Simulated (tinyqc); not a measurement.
Landau levels with Rashba coupling, step by step. Values are carried at full precision from step to step, so a last printed digit may differ when a step is redone from the rounded ones.

In a field B along z: l = 1/sqrt((e/hbar) B) is the magnetic length, n_B = B/(h/e) the number of states per area in one level, hbar wc = 2 muB B/m for mass m in m0; 1/angstrom^2 = 1e16/cm^2.

Constants: e/hbar = 1.519267448e-05 1/(T angstrom^2); h/e = 413566.7697 T angstrom^2; muB = 5.788381798e-05 eV/T; e^2/h = 3.874045865e-05 S.

Parameters, chosen for this exercise (near those of an asymmetric InGaAs well; not measured data):
- B = 10.4 T (magnetic field)
- n = 2.6 x 1e11/cm^2 (electron sheet density)
- m = 0.0435 m0 (mass)
- gs = -3.68 (g factor)
- aR = 0.19 eV angstrom (Rashba constant)

## Scales set by the field

Give l, n_B and the filling factor nu = n/n_B.

l = 79.55 angstrom
n_B = 2.5147 x 1e11/cm^2
nu = 1.034

## The lowest levels

H = (p + eA)^2/2m + aR (sx ky - sy kx) + gs muB B sz/2. With d = 1/2 - gs m/4: E_0 = d hbar wc, and E(N, +/-) = hbar wc [N +/- sqrt(d^2 + 2 N aR^2/(l hbar wc)^2)] for N >= 1.

List the eight lowest, in meV, with the gap to the next.

Levels:

| label | E (meV) | gap above (meV) |
|---|---|---|
| 1- | 12.354 | 2.592 |
| 0 | 14.947 | 24.718 |
| 2- | 39.664 | 3.337 |
| 1+ | 43.001 | 23.981 |
| 3- | 66.983 | 4.064 |
| 2+ | 71.047 | 23.262 |
| 4- | 94.309 | 4.775 |
| 3+ | 99.084 | 22.559 |

The largest of these gaps, 24.72 meV, first occurs above level 0 and is kB T at 287 K.

## Where EF lies

Each listed level takes n_B electrons. At zero temperature and without broadening EF sits in the partly filled level.

Fill the listed levels in order up to nu; give the partly filled level, its energy and its filled share.

level: 0

EF = 14.947 meV
filled share = 0.034

## Fields of the Hall plateaus

A plateau is centred where nu = n/n_B equals 1, 2, 3, 4, 5, 6; there rho_xy = h/(nu e^2).

Plateaus:

| nu | B (T) | 1/B (1/T) | rho_xy (kohm) |
|---|---|---|---|
| 1 | 10.753 | 0.0930 | 25.8128 |
| 2 | 5.376 | 0.1860 | 12.9064 |
| 3 | 3.584 | 0.2790 | 8.6043 |
| 4 | 2.688 | 0.3720 | 6.4532 |
| 5 | 2.151 | 0.4650 | 5.1626 |
| 6 | 1.792 | 0.5580 | 4.3021 |

The order of the levels can change with B, but these counts hold wherever the levels are resolved.

## Checks

- Eight lowest levels from the matrix in 40 oscillator states against the formula, meV: they agree to 1e-10 or better.

Run: tinyqc, `OMP_NUM_THREADS=1 python tinyqc.py 1250511 1250512 out.jsonl`; Intel(R) Xeon(R) Processor @ 2.30GHz, one thread, shared host; about 0.03 s of CPU time with all checks.
